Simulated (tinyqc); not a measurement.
Three-band tight binding of a dichalcogenide monolayer, step by step. Values are carried at full precision from step to step, so a last printed digit may differ when a step is redone from the rounded ones.

Basis dz2, dxy, dx2-y2 on a triangular lattice, nearest neighbours; alpha = kx a/2, beta = sqrt3 ky a/2. h0 = e1 + 2 t0 (cos 2alpha + 2 cos alpha cos beta); h1 = -2 sqrt3 t2 sin alpha sin beta + 2i t1 (sin 2alpha + sin alpha cos beta); h2 = 2 t2 (cos 2alpha - cos alpha cos beta) + 2i sqrt3 t1 cos alpha sin beta; h11 = e2 + 2 t11 cos 2alpha + (t11 + 3 t22) cos alpha cos beta; h22 = e2 + 2 t22 cos 2alpha + (3 t11 + t22) cos alpha cos beta; h12 = sqrt3 (t22 - t11) sin alpha sin beta + 4i t12 sin alpha (cos alpha - cos beta) + i lam sz. H = [[h0, h1, h2], [., h11, h12], [., ., h22]], Hermitian; the lowest band of each spin is filled. K = (4 pi/3a, 0), M = (pi/a, pi/(sqrt3 a)).

Values chosen for the exercise (near a published set for monolayer MoSe2; the results hold for these values, not for the real material): a = 3.328 angstrom (lattice constant); e1 = 0.923 eV (level of dz2); e2 = 2.089 eV (level of dxy and dx2-y2); t0 = -0.187 eV (hopping); t1 = 0.319 eV (hopping); t2 = 0.458 eV (hopping); t11 = 0.208 eV (hopping); t12 = 0.287 eV (hopping); t22 = 0.133 eV (hopping); lam = 0.092 eV (spin-orbit constant); sz = 1 (spin); k = (1.14, 0.36) 1/angstrom (wave vector).

## H at one k

Form alpha, beta and the matrix.

alpha, beta (rad): 1.89696  1.03757

H (eV):
```
                    z2               xy            x2-y2
z2              1.3420  -1.2943-0.0801i  -0.5787-0.3049i
xy     -1.2943+0.0801i           1.6596  -0.1060-0.8092i
x2-y2  -0.5787+0.3049i  -0.1060+0.8092i           1.7543
```

## Levels and weights

Diagonalise H.

levels (eV): -0.2336  1.9110  3.0785

weights:
```
       band 1  band 2  band 3
z2      0.436   0.250   0.314
xy      0.381   0.135   0.484
x2-y2   0.183   0.614   0.202
```

## Closed forms at K and Gamma

Three-band model of dz2 (level e1) and dxy, dx2-y2 (level e2), spin sz = +/-1; t1 and t2 drop out at these points. At K: e2 - (3/2)(t11 + t22) - 3 sqrt3 t12 + lam sz (valence), e1 - 3 t0 (conduction), e2 - (3/2)(t11 + t22) + 3 sqrt3 t12 - lam sz. At Gamma: e1 + 6 t0 (valence) and e2 + 3 (t11 + t22) -/+ lam.

Levels (eV):
```
point          band 1  band 2  band 3
K, spin up     0.1782  1.4840  2.9768
K, spin down  -0.0058  1.4840  3.1608
Gamma         -0.1990  3.0200  3.2040
```

smallest direct gap at K = 1.3058 eV
Ev(K) - Ev(Gamma) = 0.3772 eV

Of the two points, the valence band is higher at K, by 377 meV. The dz2 conduction state at K has no atomic orbital angular momentum (Lz = 0) and is not split at this order.

## Bands for both spins

The two lowest bands at the points named.

Levels (eV):
```
k           v, up   c, up  v, down  c, down
G         -0.1990  3.0200  -0.1990   3.0200
G-K 0.25  -0.1988  2.8574  -0.2101   2.8963
G-K 0.5   -0.2474  2.6715  -0.3077   2.7046
G-K 0.6   -0.2526  2.5558  -0.3358   2.4898
G-K 0.75  -0.1464  2.0782  -0.2658   2.0268
G-K 0.9    0.0909  1.6108  -0.0743   1.5946
K          0.1782  1.4840  -0.0058   1.4840
K-M 0.5   -0.1635  1.8488  -0.2719   1.8218
M         -0.3924  1.8964  -0.3924   1.8964
M-G 0.5   -0.2445  2.4958  -0.2445   2.4958
```

The spins are degenerate from M to Gamma, since a vertical mirror plane holds this line and flips sz, and the valence splitting is largest at K (184 meV). The lowest conduction level listed is at K. With nearest neighbours alone the model is made for the neighbourhood of K.

## Checks

- Closed forms at K against the matrix: they agree to 1e-10 or better.

Computed by tinyqc, a small Python program: `OMP_NUM_THREADS=1 python tinyqc.py 1451934 1451935 out.jsonl` (the numbers bound the seed that draws the inputs); one thread of a shared host (Intel(R) Xeon(R) Processor @ 2.30GHz), about 0.01 s for the whole set of steps.
